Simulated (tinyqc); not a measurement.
Interface roughness in a thin film (subband fluctuation and scattering): one step. Scattering time and mobility. Five cases, with inputs chosen for the exercise.

Problem. Integrate over theta.

Gaussian roughness spectrum S(q) = pi D^2 Lc^2 exp(-q^2 Lc^2/4). Degenerate gas, taken to fill one subband (the second starts to fill once c kF^2/md exceeds E2 - E1, which is not tested here): kF = sqrt(2 pi Ns/gv), q = 2 kF sin(theta/2), 1/tau = (md/(2 pi c hbar)) G^2 times the integral from 0 to pi of S(q)(1 - cos theta)/eps(q)^2 dtheta, eps(q) = 1 + qs/q with screening (qs = gv md q0/(c eps), q0 = e^2/(4 pi eps0), form factors left out, which overstates the screening; other scattering is left out too, so these values lie far above measured mobilities in all but the thinnest films) or 1 without; mobility = tau c2/md with c2 = e/m0 = 1.75882e15 cm^2/(V s^2); 1e12/cm^2 = 1e-4/angstrom^2.

Constants: hbar^2/2m0 = 3.80998211 eV angstrom^2; hbar = 6.58211957e-16 eV s; e^2/(4 pi eps0) = 14.39964547 eV angstrom.

Case 1.

Values chosen (near those of a thin Si channel on (100), two-fold valleys; shifted at random, so the results belong to these values and not to a real crystal):
- md = 0.188 m0 (mass in the plane)
- gv = 2 (valleys)
- D = 3.4 angstrom (rms height of the roughness)
- Lc = 14 angstrom (correlation length)
- Ns = 2.4 x 1e12/cm^2 (sheet density)
- eps = 7.9 (mean dielectric constant at the channel)

G = |dE1/dt| = 7.948093 meV/angstrom

Case 2.

Values chosen (near those of a thin InGaAs channel; shifted at random, so the results belong to these values and not to a real crystal):
- md = 0.044 m0 (mass in the plane)
- gv = 1 (valleys)
- D = 2.3 angstrom (rms height of the roughness)
- Lc = 54 angstrom (correlation length)
- Ns = 0.51 x 1e12/cm^2 (sheet density)
- eps = 10.8 (mean dielectric constant at the channel)

G = |dE1/dt| = 4.629305 meV/angstrom

Case 3.

Values chosen (near those of a thin Si channel on (100), two-fold valleys; shifted at random, so the results belong to these values and not to a real crystal):
- md = 0.194 m0 (mass in the plane)
- gv = 2 (valleys)
- D = 2.2 angstrom (rms height of the roughness)
- Lc = 28 angstrom (correlation length)
- Ns = 5.8 x 1e12/cm^2 (sheet density)
- eps = 7.9 (mean dielectric constant at the channel)

G = |dE1/dt| = 3.785312 meV/angstrom

Case 4.

Values chosen (near those of a thin GaN channel; shifted at random, so the results belong to these values and not to a real crystal):
- md = 0.2 m0 (mass in the plane)
- gv = 1 (valleys)
- D = 1 angstrom (rms height of the roughness)
- Lc = 32 angstrom (correlation length)
- Ns = 7.5 x 1e12/cm^2 (sheet density)
- eps = 9.1 (mean dielectric constant at the channel)

G = |dE1/dt| = 1.563256 meV/angstrom

Case 5.

Values chosen (near those of a thin GaN channel; shifted at random, so the results belong to these values and not to a real crystal):
- md = 0.204 m0 (mass in the plane)
- gv = 1 (valleys)
- D = 3.5 angstrom (rms height of the roughness)
- Lc = 34 angstrom (correlation length)
- Ns = 2.4 x 1e12/cm^2 (sheet density)
- eps = 9.4 (mean dielectric constant at the channel)

G = |dE1/dt| = 2.605957 meV/angstrom

Give: a table of case, integral, tau (fs), mobility (cm^2/(V s)).

Solution.

Case 1.

Results:
```
case      integral  tau (fs)  mobility (cm^2/(V s))
bare         2.814     66.24                  619.7
screened    0.1197      1557              1.457e+04
```

Screening raises the mobility by a factor 23.5. With it kF l = 72.3, so by this rate the carriers are far from localisation. G D = 27.0 meV exceeds EF - E1 = 15.3 meV, though, so the gas breaks into puddles and this rate is not to be trusted.

Case 2.

Results:
```
case      integral  tau (fs)  mobility (cm^2/(V s))
bare         1.605     214.8                   8586
screened    0.6662     517.6              2.069e+04
```

Screening raises the mobility by a factor 2.4. With it kF l = 43.6, so by this rate the carriers are far from localisation. Phonons, and the gate field that presses carriers to the wall, limit real channels far below this value.

Case 3.

Results:
```
case      integral  tau (fs)  mobility (cm^2/(V s))
bare         1.155     411.5                   3731
screened   0.08122      5854              5.308e+04
```

Screening raises the mobility by a factor 14.2. With it kF l = 637, so by this rate the carriers are far from localisation. Phonons, and the gate field that presses carriers to the wall, limit real channels far below this value.

Case 4.

Results:
```
case      integral   tau (fs)  mobility (cm^2/(V s))
bare        0.2121  4.725e+04              4.155e+05
screened   0.04719  2.124e+05              1.867e+06
```

Screening raises the mobility by a factor 4.5. With it kF l = 5.79e+04, so by this rate the carriers are far from localisation. Phonons, and the gate field that presses carriers to the wall, limit real channels far below this value.

Case 5.

Results:
```
case      integral  tau (fs)  mobility (cm^2/(V s))
bare        0.9469     270.0                   2328
screened    0.1638      1561              1.346e+04
```

Screening raises the mobility by a factor 5.8. With it kF l = 134, so by this rate the carriers are far from localisation. Phonons, and the gate field that presses carriers to the wall, limit real channels far below this value.

Computed by tinyqc, one run a case: `OMP_NUM_THREADS=1 python tinyqc.py N N+1 out.jsonl` with N = 1252554, 1252562, 1252795, 1280031, 1280093; one thread of a shared Intel(R) Xeon(R) Processor @ 2.30GHz, about 0.01 s a run at most.
